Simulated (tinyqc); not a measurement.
Stripping the layer step by step: sheet resistance and Hall data of a diffused or implanted layer. Computed by tinyqc, a small Python program. Command: `OMP_NUM_THREADS=1 python tinyqc.py 3006872 3006873 out.jsonl layer walk`. One thread of a shared host (Intel(R) Xeon(R) Processor @ 2.30GHz), about 0.01 s of CPU time with the checks.

Carriers are taken equal to the net active doping down to the junction (full ionisation, which deep dopants in wide-gap hosts do not reach; no spill-over, no depletion), and the Hall factor is 1.

Inputs (values chosen for the exercise, modelled on aluminium in 4H-SiC):
```
quantity                                 value        unit
mu_min                                    15.6  cm^2/(V s)
mu_max                                     123  cm^2/(V s)
N_ref                                  1.8e+19      1/cm^3
exponent alpha                            0.34           -
peak concentration N_0                 3.4e+18      1/cm^3
length scale l                              33          nm
background doping N_B (opposite type)  2.2e+16      1/cm^3
```

Profile: Gaussian at the surface. Activation: complete.

Constants: e = 1.602176634e-19 C.

Method:
- N(x) = N_0 exp(-x^2/l^2), dose N_0 l sqrt(pi)/2, junction x_j = l sqrt(ln(N_0/N_B)).
- Mobility mu = mu_min + (mu_max - mu_min)/(1 + (N_t/N_ref)^alpha), N_t = active doping + N_B; carriers n = active doping - N_B, all dopants active.
- Integrals from x_0 (0 unless stated) to x_j by the midpoint rule on 400 even intervals: 1/R_s = e int n mu dx; sheet density n_s = int n dx; Hall sheet density (int n mu dx)^2/int n mu^2 dx; Hall mobility int n mu^2 dx/int n mu dx.
- After removing a depth d the integrals start at d. Differences between neighbouring rows give the local conductivity -d(1/R_s)/dx at the middle of the slice (the last slice uses one more step, not listed).

junction depth x_j = 74.0884 nm

Differential sheet resistance:
```
removed d (nm)   R_s (ohm)  slice conductivity (S/cm)  sigma at mid-slice (S/cm)
0.0             7.2880e+03                     44.815                     44.982
7.4             9.6109e+03                     40.929                     41.054
14.8            1.3557e+04                     34.111                     34.170
22.2            2.0611e+04                     25.898                     25.888
29.6            3.4066e+04                     17.857                     17.799
37.0            6.1956e+04                     11.124                     11.046
44.4            1.2644e+05                      6.198                      6.124
51.8            3.0102e+05                      3.018                      2.961
```

What does the comparison show, and why?

R_s doubles after removing between 14.8 and 22.2 nm of a layer 74.1 nm deep, so half the current flows above that depth. Where sigma exceeds a tenth of its largest listed value, the slice values agree with it within 2 %.

Extremes, crossings and ranges named in words are read from the listed rows.
